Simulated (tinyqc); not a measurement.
## Radius from the resistance

Inverse problem. Two half-spaces of a free-electron metal (one valley, spin 2) meet through a circular opening of radius a in an insulating sheet. kF = (3 pi^2 n)^(1/3), resistivity rho = hbar kF/(n q^2 l). Maxwell: RM = rho/(2 a); Sharvin: RS = 4 rho l/(3 pi a^2); interpolation R = RS + gamma RM, gamma = (1 + 0.83 K)/(1 + 1.33 K), K = l/a. Find a.

Parameters, values chosen for the exercise:
- n = 7.8e20 cm^-3 (free-electron density)
- l = 16 nm (mean free path)

Constants: q = 1.602176634e-19 C, hbar = 1.054571817e-34 J s. Results are converted to the units shown.

R = 5534.8069 ohm

Answer. R falls steadily as a grows, so there is one root, found by bisection.

a = 1.10 nm
K = 14.5

tinyqc, about 0.01 s, one thread, Intel Xeon 2.30GHz (shared host): `OMP_NUM_THREADS=1 python tinyqc.py 2760003 2760004 out.jsonl`
